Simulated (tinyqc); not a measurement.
# Vertical double-diffused power MOSFET, components of the on-resistance: two studies

Stripe cells of pitch Wp + a, two channels a cell. Current flows through the channels, spreads in the accumulation layer, passes the gap between the p bodies and spreads at 45 degrees into the drift layer below them. Low drain voltage, full ionisation.

Parameters, values chosen for the exercise; bulk values close to those of silicon:
- T = 350 K (temperature)
- eps_r = 11.7 (relative permittivity)
- Kc = 4080 V/cm per (cm^-3)^(1/8) (critical-field constant)
- BV = 60 V (rated breakdown voltage of the drift layer)
- mud = 1210 cm^2/(V s) (drift mobility at 300 K)
- bt = 2 (temperature exponent of the drift mobility)
- tox = 35 nm (gate oxide thickness (eps_r 3.9))
- Vov = 9 V (gate overdrive)
- mch = 180 cm^2/(V s) (channel mobility)
- mac = 590 cm^2/(V s) (accumulation-layer mobility)
- Lc = 0.7 um (channel length)
- Wp = 5.6 um (width of the p body in one cell, channels included)
- a = 1.6 um (gap between neighbouring p bodies)
- xp = 0.8 um (depth of the p body)
- Nj = 3 (doping of the gap over the drift doping)
- Vbi = 0.736 V (built-in voltage of the body junction)
- Rs = 0.31 mohm cm^2 (substrate and contact resistance)

Constants: q = 1.602176634e-19 C, eps0 = 8.8541878128e-14 F/cm where lengths are in cm. Results are converted to the units shown.

Each table varies one quantity; the others keep the values above.

## On-resistance against the width of the p body in one cell

Triangular field at breakdown with Ec = Kc N^(1/8): BV = eps0 eps_r Ec^2/(2 q N), so N = (eps0 eps_r Kc^2/(2 q BV))^(4/3); W = 2 BV/Ec; mu = mud (T/300 K)^(-bt); rho = 1/(q mu N); ideal resistance rho W. Pitch p = Wp + a, Cox = 3.9 eps0/tox; zero-bias depletion in the gap w0 = sqrt(2 eps0 eps_r Vbi/(q N Nj)), open gap g = a - 2 w0; R_ch = Lc p/(2 mch Cox Vov); R_acc = 0.6 a p/(4 mac Cox Vov), 0.6 being an empirical factor for current leaving the layer along its length; R_gap = (rho/Nj) xp p/g; spreading depth t = min(W, (p - g)/2); R_drift = (rho p/2) ln((g + 2 t)/g) + rho (W - t); R_on = the sum with Rs.

The same in every row: ideal (mohm cm^2) = 0.2431.

On-resistance against the width of the p body in one cell:

| Wp (um) | R_ch (mohm cm^2) | R_acc (mohm cm^2) | R_gap (mohm cm^2) | R_drift (mohm cm^2) | R_on (mohm cm^2) | largest term |
|---|---|---|---|---|---|---|
| 2 | 0.07883 | 0.01649 | 0.06403 | 0.3048 | 0.7742 | substrate |
| 2.6 | 0.09197 | 0.01924 | 0.07470 | 0.3332 | 0.8291 | drift |
| 3.5 | 0.1117 | 0.02336 | 0.09071 | 0.3821 | 0.9178 | drift |
| 4.6 | 0.1358 | 0.02840 | 0.1103 | 0.4505 | 1.035 | drift |
| 6.1 | 0.1686 | 0.03527 | 0.1369 | 0.5558 | 1.207 | drift |
| 8 | 0.2102 | 0.04398 | 0.1707 | 0.6930 | 1.428 | drift |
| 11 | 0.2759 | 0.05772 | 0.2241 | 0.9095 | 1.777 | drift |
| 14 | 0.3416 | 0.07147 | 0.2775 | 1.126 | 2.127 | drift |

R_on rises from 0.774 to 2.13 mohm cm^2. The substrate term is the largest at Wp = 2, the drift term from 2.6 on. R_on is 3.18 times the ideal drift resistance in the first row and 8.75 times in the last.

## On-resistance against the channel mobility

Same model as above.

The same in every row: R_acc (mohm cm^2) = 0.03298; R_gap (mohm cm^2) = 0.1281; R_drift (mohm cm^2) = 0.5197; ideal (mohm cm^2) = 0.2431.

Result of one run:

| mch (cm^2/(V s)) | R_ch (mohm cm^2) | R_on (mohm cm^2) | largest term |
|---|---|---|---|
| 300 | 0.09460 | 1.085 | drift |

What becomes of these results when the channel mobility mch is changed from 300 to 40 cm^2/(V s), all else the same?

Result of the changed run:

| mch (cm^2/(V s)) | R_ch (mohm cm^2) | R_on (mohm cm^2) | largest term |
|---|---|---|---|
| 40 | 0.7095 | 1.700 | channel |

The whole series:

| mch (cm^2/(V s)) | R_ch (mohm cm^2) | R_on (mohm cm^2) | largest term |
|---|---|---|---|
| 5 | 5.676 | 6.667 | channel |
| 10 | 2.838 | 3.829 | channel |
| 20 | 1.419 | 2.410 | channel |
| 40 | 0.7095 | 1.700 | channel |
| 70 | 0.4054 | 1.396 | drift |
| 100 | 0.2838 | 1.275 | drift |
| 300 | 0.09460 | 1.085 | drift |
| 500 | 0.05676 | 1.048 | drift |

R_on falls from 6.67 to 1.05 mohm cm^2. The channel term is the largest at mch = 5, the drift term from 70 on. R_on is 27.4 times the ideal drift resistance in the first row and 4.31 times in the last.

Numbers from tinyqc (`OMP_NUM_THREADS=1 python tinyqc.py 2230021 2230022 out.jsonl`; about 0.01 s on one thread of a shared Intel Xeon 2.30GHz).
